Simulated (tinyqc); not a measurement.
Capacitances against the relative permittivity between the lines.

Endless row of lines of width wl, height tl and space sl between grounded planes at distance hd; e2 fills the gaps beside the lines, e1 the rest. Laplace's equation is solved on meshes of 3, 6 and 12 steps per unit u and extrapolated (Aitken), which is good to about 0.2 %. C_even (all lines at 1 V) is the capacitance Cg to the planes; C_odd (neighbours in antiphase) = Cg + 4 Cc if only nearest neighbours couple, which defines Cc; total with quiet neighbours Cg + 2 Cc. Plate values 2 eps0 e1 wl/hd and eps0 e2 tl/sl.

Values chosen for this exercise:
```
symbol  value  unit                                          meaning
e1        3.9        relative permittivity above and below the lines
wl          6     u                           line width, in units u
tl         12     u                                      line height
sl          4     u                              space between lines
hd          8     u                           distance to each plane
```

Constants: eps0 = 8.8541878128e-12 F/m. Results are converted to the units shown.

The same in every row: plate Cg (aF/um) = 51.8.

Results:
```
e2,Cg (aF/um),Cc (aF/um),Cg + 2 Cc (aF/um),C_odd (aF/um),plate Cc (aF/um),"share of coupling, 2 Cc/(Cg + 2 Cc) (%)"
1,81.4,47.3,176,271,26.6,53.7
1.5,82.0,60.7,203,325,39.8,59.7
2,82.5,74.0,231,379,53.1,64.2
2.5,82.9,87.4,258,432,66.4,67.8
3,83.2,101,285,486,79.7,70.8
3.9,83.6,125,333,582,104,74.9
7,84.5,207,499,913,186,83.1
```

Estimate the missing row, e2 = 5.

Computed row:
```
e2,Cg (aF/um),Cc (aF/um),Cg + 2 Cc (aF/um),C_odd (aF/um),plate Cc (aF/um),"share of coupling, 2 Cc/(Cg + 2 Cc) (%)"
5,84.0,154,392,700,133,78.6
```

With this row back in the table: As e2 goes from 1 to 7, Cg rises from 81.4 to 84.5 aF/um, Cc rises from 47.3 to 207 aF/um and the share of coupling rises from 53.7 to 83.1 %. Cg is 1.57 times its plate value in the first row and 1.63 times in the last; for Cc the ratios are 1.78 and 1.11. Neighbours in antiphase raise the load by a factor of 1.54 and 1.83 over quiet ones.

Computed by the program tinyqc: `OMP_NUM_THREADS=1 python tinyqc.py 2790127 2790128 out.jsonl`, one thread of a shared Intel Xeon 2.30GHz, about 0.9 s for the whole run.
